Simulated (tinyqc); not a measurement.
# Worked calculation: MOS structure on a p-type body with a doping step (retrograde), non-linear Poisson equation by Newton steps

tinyqc, about 0.6 s, one thread, Intel Xeon 2.30GHz (shared host): `OMP_NUM_THREADS=1 python tinyqc.py 2080035 2080036 out.jsonl` Printed values are rounded; ~0 in a residual or rate marks an entry under 1e-11 of the largest of its column.

One dimension, insulator interface at x = 0, acceptor density N1 for x < x1 and Na beyond, net doping C = -(acceptor density). psi is counted from the intrinsic level: n = ni exp((psi - Vb)/Vt), p = ni exp(-psi/Vt); deep in the body psi_b = -Vt ln(Na/ni). The gate acts through Cox = eps0 eox/tox and has the potential psi_G = Vg - (phiM - chi - Vt ln(Nc/ni)). Boltzmann statistics, full ionisation, classical densities, no oxide or interface charge. Acceptors in real wide-gap material are deep and only partly ionised in the neutral body.

Values chosen for this exercise; band and dielectric values those of a made-up semiconductor:
- T = 250 K (temperature)
- Eg = 3.24 eV (band gap)
- eps_r = 11.7 (relative permittivity)
- Nc = 1.25e19 cm^-3 (conduction-band density of states at T)
- Nv = 1.68e19 cm^-3 (valence-band density of states at T)
- chi = 4.49 eV (electron affinity)
- Na = 1.3e17 cm^-3 (acceptor density deep in the body)
- eox = 3.9 (relative permittivity of the gate insulator (close to silicon dioxide))
- tox = 7.9 nm (insulator thickness)
- phiM = 5.09 eV (gate work function)
- Vb = 0 V (electron quasi-Fermi potential against the body)
- x1 = 48 nm (depth of the doping step)
- N1 = 3.9e16 cm^-3 (acceptor density above the step)
- Vg = 0.96 V (gate voltage against the body)

Constants: q = 1.602176634e-19 C, kB = 1.380649e-23 J/K, Vt = kB T/q, eps0 = 8.8541878128e-14 F/cm where lengths are in cm. Results are converted to the units shown.

## Scales and end potentials

ni = sqrt(Nc Nv) exp(-Eg/(2 Vt)), Eg in volts; Cox, psi_G and psi_b as defined.

ni = 3.18674e-14 cm^-3
Cox = 0.437105 uF/cm^2
psi_G = 1.97682 V
psi_b = -1.51845 V

## Net doping on the mesh

x, node 0 to 11 (nm): [0, 0.4, 1.14, 2.49, 4.98, 9.55, 18, 33.4, 61.9, 114, 211, 388]

C = -(N1 for x < x1 and Na beyond), taken at the nodes.

net doping C, node 0 to 11 (cm^-3): [-3.9e16, -3.9e16, -3.9e16, -3.9e16, -3.9e16, -3.9e16, -3.9e16, -3.9e16, -1.3e17, -1.3e17, -1.3e17, -1.3e17]

## Couplings between neighbouring nodes

a_i = eps0 eps_r/h_i for the interval from node i to i + 1, with h_i = x_(i+1) - x_i in cm.

coupling a_i, interval 0 to 10 (F/cm^2): [2.58985e-5, 1.39992e-5, 7.67363e-6, 4.16040e-6, 2.26683e-6, 1.22596e-6, 6.72688e-7, 3.63488e-7, 1.98837e-7, 1.06798e-7, 5.85277e-8]

## Starting potential

-Vt ln(-C_i/ni) on every node but the last, which holds psi_b.

psi at the start, node 0 to 11 (V): [-1.49251, -1.49251, -1.49251, -1.49251, -1.49251, -1.49251, -1.49251, -1.49251, -1.51845, -1.51845, -1.51845, -1.51845]

## Iteration 1: densities, residual and Jacobian diagonal

n_i = ni exp((psi_i - Vb)/Vt), p_i = ni exp(-psi_i/Vt), rho_i = p_i - n_i + C_i, g_i = (n_i + p_i)/Vt. Box widths w_i = (h_(i-1) + h_i)/2 in cm. Residual F_i = a_i (psi_(i+1) - psi_i) - a_(i-1) (psi_i - psi_(i-1)) + q rho_i w_i; Jacobian: a_(i-1) and a_i beside the diagonal, b_i = -a_(i-1) - a_i - q g_i w_i on it. Node 0 is free: w_0 = h_0/2, F_0 = a_0 (psi_1 - psi_0) + Cox (psi_G - psi_0) + q rho_0 w_0, b_0 = -a_0 - Cox - q g_0 w_0, with Cox = eps0 eox/tox, psi_G = Vg - (phiM - chi - Vt ln(Nc/ni)). The last node is fixed.

n, node 0 to 11 (cm^-3): [2.60393e-44, 2.60393e-44, 2.60393e-44, 2.60393e-44, 2.60393e-44, 2.60393e-44, 2.60393e-44, 2.60393e-44, 7.81179e-45, 7.81179e-45, 7.81179e-45, 7.81179e-45]
p, node 0 to 11 (cm^-3): [3.9e16, 3.9e16, 3.9e16, 3.9e16, 3.9e16, 3.9e16, 3.9e16, 3.9e16, 1.3e17, 1.3e17, 1.3e17, 1.3e17]
residual F, node 0 to 10 (C/cm^2): [1.51646e-6, ~0, ~0, ~0, ~0, ~0, ~0, -9.42799e-9, 9.42799e-9, ~0, ~0]
diagonal b, node 0 to 10 (F/cm^2): [-2.63414e-5, -3.99142e-5, -2.17031e-5, -1.18897e-5, -6.52961e-6, -3.68161e-6, -2.24453e-6, -1.67282e-6, -4.45857e-6, -7.51320e-6, -1.34106e-5]

## Iteration 1: Newton step

Solve the tridiagonal system a_(i-1) d_(i-1) + b_i d_i + a_i d_(i+1) = -F_i for nodes 0 to 10, with d = 0 on fixed nodes. Half of the step is added while the largest |d| exceeds 1.5 Vt, the full step after that.

Newton step d, before damping, node 0 to 10 (V): [1.51565, 1.48301, 1.42439, 1.32307, 1.15390, 0.89554, 0.55575, 0.22225, 0.02026, 0.00054, 0.00000]
psi after iteration 1, node 0 to 11 (V): [-0.73469, -0.75101, -0.78032, -0.83098, -0.91556, -1.04474, -1.21463, -1.38139, -1.50832, -1.51818, -1.51845, -1.51845]

## Course of the Newton iteration

Stop when the largest undamped |d| is below 1e-9 V, or after 80 iterations.

Course of the iteration:
```
iteration  largest |F| (C/cm^2)  largest |d| (V)  at node
1                       1.52e-6             1.52        0
2                       7.63e-7             1.75        1
3                       3.81e-7             1.09        5
4                       1.91e-7            0.657        6
5                       9.53e-8            0.335        6
6                       4.77e-8            0.183        7
7                       2.38e-8            0.130        8
8                       1.72e-8            0.117        9
9                       9.62e-9           0.0724        9
10                      4.84e-9           0.0367        9
11                      2.42e-9           0.0184        9
12                     7.50e-12          4.98e-6        9
13                     1.21e-16         1.00e-11       10
```

Converged in 13 iterations. Once the step is below 0.1 Vt, 1 more iteration(s) reach the threshold: near the solution the error is roughly squared each time.

## Converged densities and sheet charges

converged psi, node 0 to 11 (V): [1.30033, 1.28891, 1.26783, 1.22944, 1.15893, 1.03048, 0.79631, 0.38060, -0.35098, -1.26623, -1.51634, -1.51845]

n and p as above; box widths w_i (half boxes at both ends); band bending psi_0 - psi_b; N_inv = sum w n; N_dep = -sum w (p + C); centroid sum w n x/N_inv; gate charge Cox (psi_G - psi_0)/q.

n, node 0 to 11 (cm^-3): [5.20912e12, 3.06686e12, 1.15233e12, 1.93973e11, 7.34948e9, 1.89219e7, 359.923, 1.49971e-6, 2.67824e-21, 9.48979e-40, 8.61447e-45, 7.81179e-45]
p, node 0 to 11 (cm^-3): [1.94953e-40, 3.31131e-40, 8.81286e-40, 5.23544e-39, 1.38177e-37, 5.36698e-35, 2.82153e-30, 6.77155e-22, 3.79180e-7, 1.07013e12, 1.17887e17, 1.3e17]
band bending = 2.81878 V
N_inv = 4.39261e5 cm^-2
N_dep = 1.84483e12 cm^-2
centroid of the electrons = 0.712500 nm
gate charge over q = 1.84560e12 cm^-2

N_inv + N_dep is 0.042 % below the gate charge. A mesh of about 600 nodes or more gives a band bending of 2.836 V and N_inv = 8.778e5 cm^-2; this mesh is 50 % below the latter.
